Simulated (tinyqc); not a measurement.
Specific resistance of a metal-semiconductor contact and its transmission-line measurement: one step, computed by the program tinyqc.

The barrier is parabolic (depletion approximation), energies E are normal energies counted from the band edge in the neutral semiconductor (downwards for holes), and the bias is zero. xi is an input, held fixed when other inputs move.

Task: Tunnelling energy and barrier. E_00 = (e hbar/2) sqrt(N/(eps eps_0 m)); band bending E_b = phi_B + xi; depletion width w = sqrt(2 eps eps_0 E_b/(e^2 N)). Image lowering d_phi = (e^3 N E_b/(8 pi^2 (eps eps_0)^3))^(1/4) (E_b in volts), and E_b - d_phi replaces E_b everywhere except in w.

Inputs (values chosen for the exercise, modelled on n-type germanium):

| quantity | value | unit |
|---|---|---|
| tunnelling mass m | 0.12 | m_0 |
| permittivity eps | 16 | - |
| barrier height phi_B | 0.58 | eV |
| doping N | 2.3e+20 | 1/cm^3 |
| Fermi level above the band edge in the bulk, xi | 0.25 | eV |
| temperature T | 300 | K |

Image-force lowering: included.

Constants: hbar = 1.054571817e-34 J s; eps_0 = 8.8541878128e-12 F/m; m_0 = 9.1093837015e-31 kg; k_B = 8.617333262e-05 eV/K; e = 1.602176634e-19 C.

Give: E_00; E_00/k_B T; depletion width; barrier used, above the bulk band edge.

Result:

E_00 = 203.21 meV

E_00/k_B T = 7.8604

depletion width = 2.5262 nm

barrier used, above the bulk band edge = 0.58682 eV

By the usual rule this is field emission (E_00 > 5 k_B T).
